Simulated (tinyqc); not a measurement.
Worked calculation: inverse iteration on a symmetric matrix. Computed by tinyqc, a small Python program that keeps every step. Settings: method = inverse, shift = 0.22. Command: `OMP_NUM_THREADS=1 python tinyqc.py 20052 20053 out.jsonl` (the two numbers bound the seeds that draw the settings). One thread of a shared host (Intel(R) Xeon(R) Processor @ 2.60GHz), about 0.01 s of CPU time with the checks.

## Step 1

A:
$$\begin{pmatrix}
0.394000 & 0.454000 & 0.574000 & -0.600000 & -0.316000 \\
0.454000 & 1.129000 & 0.668000 & -1.354000 & 0.093000 \\
0.574000 & 0.668000 & 1.974000 & -0.096000 & 0.742000 \\
-0.600000 & -1.354000 & -0.096000 & 2.073000 & 0.516000 \\
-0.316000 & 0.093000 & 0.742000 & 0.516000 & 2.802000
\end{pmatrix}$$

vector v at the start: [0.447214, 0.447214, 0.447214, 0.447214, 0.447214]

shift = 0.220000

solve (A - shift) w = v; v' = w/|w| with its largest component positive (the first on a tie); lambda = v'^T A v'.

vector after step 1: [0.418895, 0.628516, -0.452012, 0.474473, -0.007392]

Rayleigh quotient after step 1 = 0.024961

## Step 2

As before.

vector after step 2: [0.265918, 0.737950, -0.265027, 0.560026, -0.029125]

Rayleigh quotient after step 2 = -0.003980

## Course of the iteration

Stop when the residual |A v - lambda v| is below 1e-9.

Steps:
```
step       lambda  residual
1      0.02496122  3.61e-01
2     -0.00398006  6.45e-02
3      0.03170213  6.11e-02
4      0.06548937  4.80e-02
5      0.08150112  2.89e-02
6      0.08671945  1.56e-02
7      0.08820114  8.20e-03
8      0.08860491  4.26e-03
9      0.08871370  2.21e-03
10     0.08874292  1.14e-03
11     0.08875076  5.93e-04
12     0.08875286  3.07e-04
13     0.08875343  1.59e-04
14     0.08875358  8.24e-05
15     0.08875362  4.27e-05
16     0.08875363  2.21e-05
17     0.08875363  1.14e-05
18     0.08875363  5.93e-06
19     0.08875363  3.07e-06
20     0.08875363  1.59e-06
21     0.08875363  8.24e-07
22     0.08875363  4.27e-07
23     0.08875363  2.21e-07
24     0.08875363  1.14e-07
25     0.08875363  5.93e-08
26     0.08875363  3.07e-08
27     0.08875363  1.59e-08
28     0.08875363  8.24e-09
29     0.08875363  4.27e-09
30     0.08875363  2.21e-09
```

all eigenvalues, for comparison: [-0.033386, 0.088754, 1.453236, 3.330597, 3.532799]

Not converged in 30 steps: the residual falls only by the ratio of the two smallest distances of eigenvalues from the shift, 0.52 a step.
